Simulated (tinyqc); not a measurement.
Three-phonon processes in a diatomic chain: dispersion, energy and momentum conservation, and decay channels of optical phonons: one step, computed by the program tinyqc. Command: `OMP_NUM_THREADS=1 python tinyqc.py 3120624 3120625 out.jsonl threeph walk`. One thread of a shared host (Intel(R) Xeon(R) Processor @ 2.30GHz), about 0.04 s of CPU time with the checks.

Cell length a, two atoms, one spring constant. x = q a/pi runs from -1 to 1; A and O are the acoustic and optical branches. Matrix elements are not computed: only conservation laws and occupation factors are followed.

Task: Band edges. omega^2 = k (1/m + 1/M) -/+ k sqrt((1/m + 1/M)^2 - 4 sin^2(pi x/2)/(m M)); nu = 15.6333042 THz x sqrt(omega^2) for eV/(angstrom^2 u). Acoustic top sqrt(2 k/M), optical bottom sqrt(2 k/m), optical top sqrt(2 k (1/m + 1/M)).

Inputs (values chosen for the exercise, for a model chain): light mass m = 10.8 u; heavy mass M = 35 u; spring constant k = 7.2 eV/angstrom^2.

Constants: nu for 1 eV/(angstrom^2 u) = 15.6333042 THz.

Give: acoustic top; optical bottom; optical top; optical top over twice the acoustic top; optical bottom over twice the acoustic top; optical width over acoustic top.

Result:

acoustic top = 10.03 THz

optical bottom = 18.05 THz

optical top = 20.65 THz

optical top over twice the acoustic top = 1.030

optical bottom over twice the acoustic top = 0.9001

optical width over acoustic top = 0.2591

The zone-centre optical phonon lies above twice the acoustic top (M/m > 3), so its decay into two acoustic phonons is forbidden.
